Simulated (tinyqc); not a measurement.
Gap voltage and exponent from three temperatures.

Question. At constant current VBE(T) = Vg0 - a T - eta (kB T/q) ln T, where a is a constant. Find Vg0, eta and dVBE/dT at the middle temperature.

Constants: q = 1.602176634e-19 C, kB = 1.380649e-23 J/K. Results are converted to the units shown.

T (K): 273  360  390
VBE at a constant current (V): 0.7652665439  0.5988468205  0.5400782547

Solution. The relation is linear in Vg0, a and eta, so three points give a linear system; the slope is (VBE - Vg0 - eta kB T/q)/T. eta rests on the curvature of VBE(T) alone, so real fits need accuracy of some tens of microvolts or better.

Vg0 = 1.204 V
eta = 3.100
dVBE/dT = -1.948 mV/K

Computed by the program tinyqc: `OMP_NUM_THREADS=1 python tinyqc.py 2062015 2062016 out.jsonl`, one thread of a shared Intel Xeon 2.30GHz, about 0.03 s for the whole run.
